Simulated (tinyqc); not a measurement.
# Resistance of a tapered via with liner, size effect and interface: via resistance against the diameter at the bottom

A round via whose diameter grows from db at the bottom as D(z) = db + 2 z/tan(ang). The fill, of diameter D - 2 tl, starts above the bottom liner (thickness fb tl) and has rho = rho0 (1 + ks lam/(D - 2 tl)); the sidewall liner conducts in parallel with it. The bottom liner and the interface are crossed over the full area pi db^2/4. Spreading in the lines above and below is left out.

Slices between z0 = fb tl and hv, evaluated at their midpoints: conductance per length pi/4 [(D - 2 tl)^2/rho + (D^2 - (D - 2 tl)^2)/rl], slice resistance = slice height over that. 2000 slices. R_fill = sum of the slices; R_bottom = rl fb tl/(pi db^2/4); R_interface = ri/(pi db^2/4); ballistic (Sharvin) limit 1/(Sb pi (db - 2 tl)^2/4); ideal cylinder rho0 hv/(pi db^2/4).

Parameters, values chosen for the exercise; fill metal close to tungsten:

| symbol | value | unit | meaning |
|---|---|---|---|
| hv | 59 | nm | height |
| ang | 89 | degrees | sidewall angle |
| rho0 | 5.25 | uohm cm | bulk resistivity of the fill |
| lam | 15.1 | nm | mean free path of the fill |
| ks | 1.4 |  | size-effect factor |
| tl | 2.7 | nm | liner on the sidewall |
| fb | 0.7 |  | liner at the bottom over that on the sidewall |
| rl | 500 | uohm cm | resistivity of the liner |
| ri | 1.6e-12 | ohm cm^2 | interface resistivity at the bottom |
| Sb | 9.1e14 | S/m^2 | ballistic conductance per area, about 3/(4 rho0 lam) |

Results:
```
db (nm)	R_fill (ohm)	R_bottom (ohm)	R_interface (ohm)	R (ohm)	ballistic limit (ohm)	R over ideal cylinder	largest part
8.3	1268	174.7	2.957	1446	166.4	25.26	fill
11	337.5	99.44	1.684	438.6	44.62	13.46	fill
16	77.25	47.00	0.7958	125.0	12.45	8.117	fill
22	26.58	24.86	0.4209	51.86	5.078	6.364	fill
42	4.185	6.821	0.1155	11.12	1.044	4.974	bottom liner
58	1.843	3.577	0.06056	5.480	0.5057	4.675	bottom liner
80	0.8516	1.880	0.03183	2.763	0.2514	4.485	bottom liner
```

Estimate the missing row, db = 30 nm.

Computed row:
```
db (nm)	R_fill (ohm)	R_bottom (ohm)	R_interface (ohm)	R (ohm)	ballistic limit (ohm)	R over ideal cylinder	largest part
30	10.50	13.37	0.2264	24.10	2.312	5.499	bottom liner
```

With this row back in the table: R falls from 1450 to 2.76 ohm. The fill is the largest part at db = 8.3, the bottom liner from 30 on. R goes as db^(-4.24) between the first two rows and db^(-2.13) between the last two; area alone gives -2.

tinyqc, about 0.01 s, one thread, Intel Xeon 2.30GHz (shared host): `OMP_NUM_THREADS=1 python tinyqc.py 2750037 2750038 out.jsonl`
